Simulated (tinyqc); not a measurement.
Capacitance measurement on a leaky thin oxide: effects of series resistance and leakage: readings against frequency.

The device is a capacitance C in parallel with a leakage conductance G, in series with Rs and Ls. An impedance meter reports either a parallel pair (Cp, Gp) from Y = 1/Z = Gp + i w Cp or a series pair (Cs, Rm) from Z = Rm + 1/(i w Cs); w = 2 pi f, dissipation D = Gp/(w |Cp|).

EOT = 3.9 tox/eox; CET = EOT + zc + zp; C = 3.9 eps0 A/CET; G = Jg A/Vs. Z = Rs + i w Ls + 1/(G + i w C); CET read from Cp = 3.9 eps0 A/Cp; errors under 0.001 % are printed as 0.

Parameters, values chosen for the exercise; values of the order met in thin-oxide MOS capacitors:
- eox = 7.62 (relative permittivity of the gate insulator (close to silicon nitride))
- tox = 3.3 nm (insulator thickness)
- A = 400 um^2 (gate area)
- zc = 0.51 nm (oxide-equivalent thickness added by the accumulation layer)
- zp = 0 nm (oxide-equivalent thickness added by gate depletion)
- Jg = 0.043 A/cm^2 (gate leakage current density, not matched to the thickness)
- Vs = 0.37 V (voltage for an e-fold rise of the leakage)
- Rs = 200 ohm (series resistance)
- Ls = 46 nH (series inductance)

Constants: eps0 = 8.8541878128e-14 F/cm where lengths are in cm. Results are converted to the units shown.

The same in every row: C (pF) = 6.281.

Results:
```
f (Hz)	Cp (pF)	Cs (pF)	D	error of Cp (%)	error of Cs (%)	CET read from Cp (nm)
1000	6.280	877.7	11.78	-0.0186	1.39e4	2.199
3000	6.280	103.1	3.927	-0.0186	1540	2.199
10000	6.280	15.00	1.178	-0.0186	139	2.199
30000	6.280	7.250	0.3929	-0.0186	15.4	2.199
1e5	6.280	6.368	0.1186	-0.0186	1.39	2.199
3e5	6.280	6.291	0.04163	-0.0191	0.154	2.199
3e6	6.277	6.282	0.02761	-0.0644	0.0118	2.200
1e7	6.248	6.289	0.08020	-0.526	0.114	2.211
3e7	6.002	6.347	0.2397	-4.45	1.04	2.301
```

Estimate the missing row, f = 1e6 Hz.

Computed row:
```
f (Hz)	Cp (pF)	Cs (pF)	D	error of Cp (%)	error of Cs (%)	CET read from Cp (nm)
1e6	6.280	6.282	0.01967	-0.0237	0.0150	2.199
```

With this row back in the table: D goes from 11.8 through a minimum of 0.0197 (at f = 1e6 Hz among the rows listed) to 0.240; without inductance its minimum lies at f = sqrt(G (1 + G Rs)/Rs)/(2 pi C) = 1.22e6 Hz. The error of Cp goes from -0.0186 to -4.45 % and that of Cs from 13900 to 1.04 %; at low frequency Cp tends to C/(1 + G Rs)^2 and Cs grows as 1 + (G/(w C))^2. One of the two readings is within 2 % of C for f = 1000, 3000, 10000, 30000, 1e5, 3e5, 1e6, 3e6, 1e7, 3e7 Hz. At the highest frequencies Ls raises both readings, by about w^2 Ls C in relative terms. For f = 1000, 3000, 10000 D exceeds 1, where the accuracy of real meters degrades in proportion to sqrt(1 + D^2).

Program tinyqc, `OMP_NUM_THREADS=1 python tinyqc.py 2022198 2022199 out.jsonl`; Intel Xeon 2.30GHz, shared host, one thread, about 0.01 s.
